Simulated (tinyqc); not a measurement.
Worked calculation: time-domain thermoreflectance: layered heat flow under a modulated pulse train, and what the signal ratio measures. Computed by tinyqc, a small Python program that keeps every step. Command: `OMP_NUM_THREADS=1 python tinyqc.py 3112085 3112086 out.jsonl tdtr walk`. One thread of a shared host (Intel(R) Xeon(R) Processor @ 2.30GHz), about 0.1 s of CPU time with the checks. Intermediate numbers are printed to about 7 digits and carried at full precision; extremes and crossings named in words are read from the listed rows.

Pulses repeat at 80 MHz; heat is laid down at the surface, all layers are isotropic.

Inputs (values chosen for the exercise, modelled on aluminium on sapphire): metal thickness d = 66 nm; metal conductivity = 170 W/(m K); metal heat capacity = 2.42 MJ/(m^3 K); boundary conductance G under the metal = 43 MW/(m^2 K); substrate conductivity kappa = 35.2 W/(m K); substrate heat capacity C = 3.1 MJ/(m^3 K); modulation frequency f = 2 MHz; spot radius w (1/e^2, pump and probe) = 21 micrometre; delay t = 130 ps.

Stack: metal, substrate.

## Length and time scales

Penetration depth sqrt(kappa/(pi f C)); effusivity sqrt(kappa C); cooling time of the metal d C_m/G; Kapitza length kappa/G.

penetration depth = 1.344313 micrometre

effusivity = 10446.05 W s^(1/2)/(m^2 K)

cooling time of the metal = 3714.419 ps

Kapitza length = 818.6047 nm

depth over spot radius = 0.06401493

## Impedance at k = 0 and the modulation frequency

For radial wave number k and angular frequency W each layer has u = sqrt(4 pi^2 k^2 + i W C/kappa) and gamma = kappa u. Surface impedance from below: Z = 1/gamma for the substrate; a layer of thickness L maps Z to (Z + tanh(u L)/gamma)/(1 + gamma Z tanh(u L)); a boundary adds 1/G. Take k = 0 and W = 2 pi f.

Z of the substrate = 19.09536-19.09536i m^2 K/GW

Z at the surface = 39.39171-21.61460i m^2 K/GW

## Response at the modulation frequency

Response per absorbed watt H(W) = 2 pi int_0^(2/w) Z(k, W) exp(-pi^2 k^2 w^2) k dk by 20 Gauss-Legendre points.

H(2 pi f) = 0.02841212-0.01543474i K/mW

phase of H(2 pi f) = -28.51280 degrees

## Signal at one delay

Signal: X + iY = sum_(m = -M..M) H(2 pi (f + m f_r)) exp(i 2 pi m f_r t) exp(-pi (m/M)^2 x 4), f_r = 80 MHz, M = 4000, with H(-W) the complex conjugate of H(W); V_in = X, V_out = Y, ratio = -V_in/V_out.

V_in = 0.06659627 K/mW

V_out = -0.01501773 K/mW

ratio -V_in/V_out = 4.434509

## Ratio and sensitivities against delay

Sensitivity S = ln(ratio'/ratio)/ln(1.01) for a rise of one input by 1 %.

Ratio and sensitivities:
```
t (ps)     ratio  S to kappa      S to G      S to d     S to C       S to w
100     4.469937   0.4154780   0.0116278  -0.8256556  0.4078927  -0.02174904
200     4.354043   0.4118764  -0.0101664  -0.7968958  0.4042737  -0.02157817
400     4.138784   0.4046097  -0.0506666  -0.7421663  0.3969673  -0.02125850
800     3.760952   0.3902395  -0.1226799  -0.6417714  0.3824994  -0.02069675
1500    3.225731   0.3660429  -0.2277769  -0.4885217  0.3580803  -0.01991648
2500    2.652264   0.3333998  -0.3442344  -0.3066510  0.3250271  -0.01914237
4000    2.055795   0.2877190  -0.4643161  -0.0943947  0.2785752  -0.01852943
```

The largest sensitivity in size at 100 ps is to d (-0.83). kappa and C enter almost alike, through the effusivity. At 400 ps an error of 3 % in d passes on as 6 % in kappa.

Checks made by the program: steady rise of a bare substrate, 1/(2 sqrt(pi) w kappa), from the same quadrature (relative difference below 1e-10).
